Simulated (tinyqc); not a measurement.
What each parameter does: core-shell quantum dot (spherical envelope functions).

Parabolic bands; strain and other valleys are left out. s states, u = r psi, hard wall at R + H, c = hbar^2/2m0, energies from the band edges of the core. Core: u = sin(k1 r)/k1, k1 = sqrt(m1 E/c). At R, psi and psi'/m are continuous, so u is continuous and its slope in the shell is s = u/R + (m2/m1)(u' - u/R). Shell: u(R + x) = u(R) cos(k2 x) + s sin(k2 x)/k2, k2 = sqrt(m2 (E - V)/c); for negative arguments the functions turn into sinh and cosh. A level has u(R + H) = 0.

Overlap = (integral of u_e u_h)^2 with normalised u. Coulomb integrals J_ab = (q/eps) double integral of u_a(r)^2 u_b(s)^2/max(r, s), q = e^2/(4 pi eps0), one eps everywhere. Exciton E = Eg + E_e + E_h - J_eh; first-order biexciton shift J_ee + J_hh - 2 J_eh (positive: repulsive).

Constants: hbar^2/2m0 = 3.80998211 eV angstrom^2; e^2/(4 pi eps0) = 14.39964547 eV angstrom; hc = 1239.841984 eV nm.

Parameters, chosen for this exercise (near those of a GaAs/AlGaAs core-shell dot; the results hold for these values, not for the real material): R = 13 angstrom (core radius); H = 33 angstrom (shell thickness); Vc = 0.266 eV (conduction edge of the shell above that of the core); Vv = 0.12 eV (hole barrier of the shell); me1 = 0.065 m0 (electron, core); me2 = 0.094 m0 (electron, shell); mh1 = 0.382 m0 (hole, core); mh2 = 0.443 m0 (hole, shell); Eg = 1.434 eV (gap of the core); eps = 11.7 (dielectric constant).

All quantities anew.

One parameter was then changed.

Results before and after:
```
case     E (eV)  overlap  electron in core  biexciton shift (meV)
base      1.932    0.972             0.178                    1.3
changed   1.934    0.980             0.178                    0.9
```

Which of these changes was made? (a) Vc = 0.366 eV; (b) eps = 13.5; (c) mh1 = 0.306 m0; (d) me2 = 0.117 m0; (e) H = 38 angstrom; (f) Vv = 0.09 eV; (g) R = 16 angstrom.

Answer: (c) mh1 = 0.306 m0. Of the candidates, run in turn, only this one gives the changed row.

All candidates:
```
case             E (eV)  overlap  electron in core  biexciton shift (meV)
base              1.932    0.972             0.178                    1.3
R = 16 angstrom   1.872    0.947             0.274                    2.2
H = 38 angstrom   1.906    0.966             0.143                    1.5
Vc = 0.366 eV     2.011    0.984             0.204                    0.7
Vv = 0.09 eV      1.911    0.992             0.178                    0.4
me2 = 0.117 m0    1.893    0.977             0.186                    1.1
mh1 = 0.306 m0    1.934    0.980             0.178                    0.9
eps = 13.5        1.939    0.972             0.178                    1.1
```

(tinyqc, `OMP_NUM_THREADS=1 python tinyqc.py 1282366 1282367 out.jsonl`, Intel(R) Xeon(R) Processor @ 2.30GHz, 1 thread, shared host, about 0.06 s.)
